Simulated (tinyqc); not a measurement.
Fully depleted semiconductor-on-insulator film with two gates, non-linear Poisson equation by Newton steps: one step of the calculation.

One dimension across the film, front interface at x = 0, back interface at x = ts. psi is counted from the intrinsic level, n = ni exp(psi/Vt) (source grounded), holes neglected, acceptors ionised. Gates act through Cox = eps0 eox/tox and Cbox = 3.9 eps0/tb with potentials G1 = Vg - (phiM - chi - Vt ln(Nc/ni)) and G2 = Vb - (phiB - chi - Vt ln(Nc/ni)). Classical Boltzmann densities, no interface charge, no depletion in the back plane.

Problem. Newton step. Solve a d_(i-1) + b_i d_i + a d_(i+1) = -F_i for all nodes. Half of the step is added while the largest |d| exceeds 1.5 Vt, the full step after that.

Parameters, values chosen for the exercise: temperature T = 250 K.

Constants: q = 1.602176634e-19 C, kB = 1.380649e-23 J/K, Vt = kB T/q. Results are converted to the units shown.

a = 20.000978 uF/cm^2

```
node  diagonal b (F/cm^2)  residual F (C/cm^2)  psi after iteration 1 (V)
0           -2.3152499e-5         1.4544891e-6                 0.53227740
1           -4.0928448e-5        -1.9963815e-8                 0.51921547
2           -4.0507232e-5        -1.0889418e-8                 0.50615374
3           -4.0277518e-5        -5.9406166e-9                 0.49309222
4           -4.0152241e-5        -3.2417191e-9                 0.48003090
5           -4.0083918e-5        -1.7698241e-9                 0.46696978
6           -4.0046657e-5       -9.6709050e-10                 0.45390887
7           -4.0026335e-5       -5.2929618e-10                 0.44084817
8           -4.0015252e-5       -2.9052994e-10                 0.42778766
9           -4.0009208e-5       -1.6030930e-10                 0.41472736
10          -4.0005911e-5       -8.9287630e-11                 0.40166727
11          -2.0418097e-5        -1.0205381e-7                 0.38860738
```

Give: Newton step d, before damping; psi after iteration 2.

Solution.

```
node  Newton step d, before damping (V)  psi after iteration 2 (V)
0                               0.26163                    0.66309
1                               0.23013                    0.63428
2                               0.21030                    0.61130
3                               0.19632                    0.59125
4                               0.18534                    0.57270
5                               0.17591                    0.55493
6                               0.16730                    0.53756
7                               0.15911                    0.52040
8                               0.15113                    0.50335
9                               0.14328                    0.48637
10                              0.13548                    0.46941
11                              0.12771                    0.45246
```

Range of the model: In so thin a film or at such density quantum confinement moves the charge away from the interfaces and raises the threshold.

Numbers from tinyqc (`OMP_NUM_THREADS=1 python tinyqc.py 2190124 2190125 out.jsonl`; about 0.7 s on one thread of a shared Intel Xeon 2.30GHz).
